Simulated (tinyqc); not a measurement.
# Changing the diffusion length L

Model: surface photovoltage measurement of the minority-carrier diffusion length in a wafer. Computed by tinyqc, a small Python program. Command: `OMP_NUM_THREADS=1 python tinyqc.py 3130255 3130256 out.jsonl spv sweep`. One thread of a shared host (Intel(R) Xeon(R) Processor @ 2.30GHz), about 0.02 s of CPU time with the checks.

Low injection, steady light, a depletion layer much thinner than 1/alpha and L. The excess density dn is taken at the front edge of the neutral region; light that reaches the back is lost.

Inputs (values chosen for the exercise, modelled on p-type silicon at room temperature):
```
quantity                                             value        unit
wafer thickness W                                      525  micrometre
diffusivity D                                         32.2      cm^2/s
front recombination velocity S_f                       190        cm/s
back recombination velocity S_b                       1600        cm/s
photon flux entering                               1.4e+13  1/(cm^2 s)
minority density at the surface barrier scale n_0  6.2e+09      1/cm^3
temperature T                                          298           K
wavelength                                             915          nm
relative noise of each reading                           0           %
```

normal deviates g for the noise: 0.40  1.10  1.21  -0.23  0.44  1.82  0.95

Constants: k_B = 8.617333262e-05 eV/K.

Method:
- alpha = (84.732/lambda - 76.417)^2 per cm with lambda in micrometre (an empirical fit for silicon between 0.7 and 1.05 micrometre).
- Thick wafer: dn = Phi L/((S_f + D/L)(L + 1/alpha)). Finite wafer, with s = S_b L/D, w = W/L, a = alpha L: dn = [Phi a/(a^2 - 1)] [a - B - exp(-alpha W)(a - s)/(cosh w + s sinh w)]/(S_f + B D/L), B = (sinh w + s cosh w)/(cosh w + s sinh w).
- Photovoltage V = (k_B T/e) ln(1 + dn/n_0). Lifetime = L^2/D.
- Readings y = (Phi/dn) (1 + noise x g) at 780, 830, 880, 920, 950, 975 and 995 nm; a least-squares line y = c (1/alpha + L_app) gives L_app = intercept/slope.

One run for each value; columns: (1) diffusion length L (micrometre); (2) apparent length L_app (micrometre); (3) error of L_app (rounded to 0.001) (%); (4) dn, finite wafer (1/cm^3); (5) B:
```
(1)      (2)          (3)         (4)     (5)
8       8.00            0  5.9987e+07  1.0000
15     15.00            0  1.8238e+08  1.0000
29     29.00            0  5.3522e+08  1.0000
54     54.00            0  1.3331e+09  1.0000
100   100.02   1.5000e-02  2.9715e+09  1.0000
190   189.60  -2.0900e-01  6.1871e+09  0.9998
370   340.79  -7.8950e+00  1.1586e+10  1.0352
700   477.46  -3.1792e+01  1.6753e+10  1.2818
1300  545.47  -5.8041e+01  1.9482e+10  1.9689
2500  570.63  -7.7175e+01  2.0522e+10  3.5366
```

What does the table show?

Over the rows, apparent length L_app (micrometre) rises from 8.00 to 571 (exponent d ln y / d ln x 1.0 between the first rows and 0.069 between the last); error of L_app (rounded to 0.001) (%) goes from 0 through a maximum among these rows, 0.0150 at 100, to -77.2; dn, finite wafer (1/cm^3) rises from 6.00e7 to 2.05e10 (exponent d ln y / d ln x 1.8 between the first rows and 0.080 between the last).

Extremes, crossings and ranges named in words are read from the listed rows.
